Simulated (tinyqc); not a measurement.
What each parameter does: model-solid line-up of a strained alloy layer on a substrate.

All values of the alloy are linear in x but the gap, Eg(x) = (1 - x) Eg_A + x Eg_B - C x (1 - x), and the valence edge, Ev(x) = (1 - x) Ev_A + x Ev_B + fv C x (1 - x); Ec = Ev + Eg. Ev is the top of the unstrained valence band on a scale common to all materials. In the layer only the Gamma valley of the conduction band is followed, also where an X or L valley would lie lower.

Coherent growth on a (001) face: e_par = (a_s - a)/a, e_perp = -2 (C12/C11) e_par; exx = eyy = e_par, ezz = e_perp, no shear.

Strained edges: Ec + ac tr(e); the valence edges are Ev plus the levels of the 6 x 6 matrix of X, Y, Z times spin with -Dso/3 + l exx + m (eyy + ezz) on the diagonal (cyclic), n exy off it, l = av + 2 b, m = av - b, n = sqrt(3) d. Spin-orbit term (Dso/3) L.sigma on X, Y, Z with (L_k)_ij = -i epsilon_kij: <X+|H|Y+> = -i Dso/3, <X+|H|Z-> = Dso/3, <Y+|H|Z-> = -i Dso/3, <Z+|H|X-> = -Dso/3, <Z+|H|Y-> = i Dso/3, <X-|H|Y-> = i Dso/3, and their conjugates; + and - are the spin along z.

dEc = Ec(substrate) - Ec(layer), dEv = Ev(layer) - Ev(substrate); positive values confine the carrier in the layer. Type I: both of one sign; type II: opposite signs; type III: the gaps do not overlap.

Values chosen for the exercise (A near InSb, B near InAs, substrate near GaSb; not measured data): a = (6.486, 6.054) angstrom (lattice constant of A, B); Eg = (0.233, 0.419) eV (gap at Gamma to the s-like level of A, B); Dso = (0.812, 0.394) eV (spin-orbit splitting of A, B); Ev = (0, -0.6) eV (top of the unstrained valence band of A, B); ac = (-7.04, -5.15) eV (conduction deformation potential of A, B); av = (0.36, 0.99) eV (valence hydrostatic potential of A, B); b = (-1.98, -1.79) eV (tetragonal shear potential of A, B); d = (-4.72, -3.62) eV (trigonal shear potential of A, B); C11 = (68.3, 83.5) GPa (of A, B); C12 = (37.3, 44.9) GPa (of A, B); C44 = (31.5, 39.1) GPa (of A, B); C = 0.681 eV (bowing of the gap); fv = 0.6 (share of the bowing taken by the valence edge); a_s = 6.096 angstrom (substrate); Eg_s = 0.813 eV (lowest gap of the substrate); Ev_s = -0.03 eV (substrate valence edge); face = 001 (growth face); x = 0.97 (fraction of B).

Strained gap, valence splitting and offsets.

Results for these values:
```
case,gap (eV),splitting (meV),dEc (eV),dEv (eV)
base,0.3469,37.2,0.9825,-0.5165
```

What happens to each result for d = (-5.428, -4.163) eV, all else kept?

Answer: gap does not change at the printed digits; splitting does not change at the printed digits; dEc does not change at the printed digits; dEv does not change at the printed digits.

The same for each parameter in turn:
```
case,gap (eV),splitting (meV),dEc (eV),dEv (eV)
base,0.3469,37.2,0.9825,-0.5165
x = 0.735,0.2621,81.3,0.8462,-0.2954
a_s = 6.116 angstrom,0.3132,64.4,0.9984,-0.4986
C = 0.781 eV,0.3440,37.2,0.9837,-0.5147
fv = 0.8,0.3469,37.2,0.9786,-0.5125
Ev_s = 0.02 eV,0.3469,37.2,1.0325,-0.5665
"b = (-2.277, -2.058) eV",0.3438,43.0,0.9825,-0.5133
"d = (-5.428, -4.163) eV",0.3469,37.2,0.9825,-0.5165
"C12 = (42.895, 51.635) GPa",0.3501,40.2,0.9785,-0.5156
```

Computed by tinyqc, a small Python program: `OMP_NUM_THREADS=1 python tinyqc.py 1050505 1050506 out.jsonl` (the numbers bound the seed that draws the inputs); one thread of a shared host (Intel(R) Xeon(R) Processor @ 2.30GHz), about 0.01 s for the whole set of steps.
